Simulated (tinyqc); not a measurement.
## Ideality, saturation current and resistance from three points

Question. Well above the saturation current a diode obeys V = n Vt ln(I/I0) + I Rs. Find n, Rs and I0.

Inputs (values chosen for the exercise):
```
symbol,value,unit,meaning
T,450,K,temperature
```

Constants: q = 1.602176634e-19 C, kB = 1.380649e-23 J/K, Vt = kB T/q. Results are converted to the units shown.

currents (A): [6e-6, 0.0007, 0.02]
voltages (V): [0.82018061, 1.0587037, 1.2887932]

Solution. V is linear in the three unknowns n Vt, Rs and -n Vt ln I0, so three points give a linear system.

n = 1.280
Rs = 3.300 ohm
I0 = 4.000e-13 A

Numbers from tinyqc (`OMP_NUM_THREADS=1 python tinyqc.py 2260003 2260004 out.jsonl`; about 0.01 s on one thread of a shared Intel Xeon 2.30GHz).
